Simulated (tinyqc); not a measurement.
What each parameter does: strain-driven crossing of the Gamma and L valleys in a germanium-like crystal alloyed with tin.

Biaxial loads: e0 is the in-plane strain e_par and the normal is free. (001): e_perp = -2 (C12/C11) e_par; exx = eyy = e_par, ezz = e_perp, no shear. (111): e_perp = -(2 C11 + 4 C12 - 4 C44)/(C11 + 2 C12 + 4 C44) e_par; exx = eyy = ezz = (2 e_par + e_perp)/3 and exy = eyz = ezx = (e_perp - e_par)/3. (110): e_perp = -(C11 + 3 C12 - 2 C44)/(C11 + C12 + 2 C44) e_par; exx = eyy = (e_par + e_perp)/2, ezz = e_par, exy = (e_perp - e_par)/2, eyz = ezx = 0. Uniaxial loads: a stress along n, scaled so that n.e.n = e0, with exx = s11 sxx + s12 (syy + szz), exy = s44 sxy/2, s11 = (C11 + C12)/((C11 - C12)(C11 + 2 C12)), s12 = -C12/((C11 - C12)(C11 + 2 C12)), s44 = 1/C44.

Edges from the unstrained valence top: Gamma at Eg + ac tr(e); an L valley with unit axis u at EgL + aL tr(e) + XuL (u.e.u - tr(e)/3), u along [111], [1-1-1], [-11-1], [-1-11]; valence edges are the levels of the 6 x 6 matrix of X, Y, Z times spin with -Dso/3 + l exx + m (eyy + ezz) on the diagonal (cyclic), n exy off it, l = av + 2 b, m = av - b, n = sqrt(3) d. Spin-orbit term (Dso/3) L.sigma on X, Y, Z with (L_k)_ij = -i epsilon_kij: <X+|H|Y+> = -i Dso/3, <X+|H|Z-> = Dso/3, <Y+|H|Z-> = -i Dso/3, <Z+|H|X-> = -Dso/3, <Z+|H|Y-> = i Dso/3, <X-|H|Y-> = i Dso/3, and their conjugates; + and - are the spin along z.

With tin the unstrained gaps become E(y) = (1 - y) E + y EgS - CS y (1 - y); all other values are kept.

Parameters, chosen for this exercise (near those of Ge, gaps at low temperature; shifted at random, so the results belong to these values and not to a real crystal):
- Eg = 0.906 eV (gap at Gamma to the s-like level)
- EgL = 0.738 eV (gap to L)
- Dso = 0.289 eV (spin-orbit splitting)
- ac = -8.22 eV (conduction deformation potential)
- av = 1.22 eV (valence hydrostatic potential)
- b = -2.57 eV (tetragonal shear potential)
- d = -5.21 eV (trigonal shear potential)
- aL = -1.74 eV (hydrostatic potential of the L edge, Xd + Xu/3)
- XuL = 16.37 eV (uniaxial potential, L)
- y = 0.062 (tin fraction)
- EgS = (-0.417, 0.052) eV (Gamma and L gaps of the tin end)
- CS = (2.53, 1.07) eV (bowing of the Gamma and L gaps)
- C11 = 129.5 GPa
- C12 = 49 GPa
- C44 = 66.8 GPa
- load = uniaxial [100] (kind of strain)
- e0 = 0.0174 (size of the strain)

Direct gap, Gamma minus the lowest L edge and the valence splitting. Each row changes one parameter from the base and keeps the others.

Results:
```
case              direct gap (eV)  Gamma - L (meV)  valence splitting (meV)
base                       0.5458             -7.3                     88.7
C44 = 76.82 GPa            0.5458             -7.3                     88.7
y = 0.0713                 0.5131            -24.9                     88.7
XuL = 13.9145 eV           0.5458             -7.3                     88.7
C12 = 41.65 GPa            0.5369            -14.3                     87.2
ac = -6.987 eV             0.5554              2.4                     88.7
d = -4.4285 eV             0.5458             -7.3                     88.7
av = 1.037 eV              0.5472             -7.3                     88.7
```

The largest shifts from the base row, up to three for each result and ties (the steps differ in size, so this ranks the rows, not the parameters). direct gap (eV): y -0.0327, ac +0.0097, C12 -0.0088; unchanged at the printed digits by C44, XuL and d. Gamma - L (meV): y -17.7, ac +9.7, C12 -7.0; unchanged at the printed digits by C44, XuL, d and av. valence splitting (meV): C12 -1.6; unchanged at the printed digits by C44, y, XuL, ac, d and av.

tinyqc: `OMP_NUM_THREADS=1 python tinyqc.py 1080693 1080694 out.jsonl`; about 0.01 s, one thread, shared Intel(R) Xeon(R) Processor @ 2.30GHz.
